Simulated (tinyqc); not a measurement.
Raman line shape of confined optical phonons and breathing modes of small crystals: one step, computed by the program tinyqc.

Confinement in 3 direction(s) lets phonons with q away from zero scatter light. q is in units of 2 pi/a, from 0 to 1, and the branch is isotropic: omega(q)^2 = (omega_0^2 + omega_X^2)/2 + ((omega_0^2 - omega_X^2)/2) cos(pi q). The model and its constant beta are phenomenological; beta = 8 is the common choice.

Task: Breathing mode of the free sphere. Lamb: with s = omega R/v_L, R = L/2, the lowest radial mode solves tan(s)/s = 1/(1 - s^2 v_L^2/(4 v_T^2)), s between pi/2 and pi; wavenumber = s v_L/(2 pi c R).

Inputs (values chosen for the exercise, modelled on silicon): size L = 5.9 nm; longitudinal velocity = 8880 m/s; transverse velocity = 5300 m/s.

Shape: sphere.

Constants: c = 299792458 m/s.

Give: root s; breathing frequency; breathing wavenumber.

Result:

root s = 2.508

breathing frequency = 1202 GHz

breathing wavenumber = 40.08 1/cm
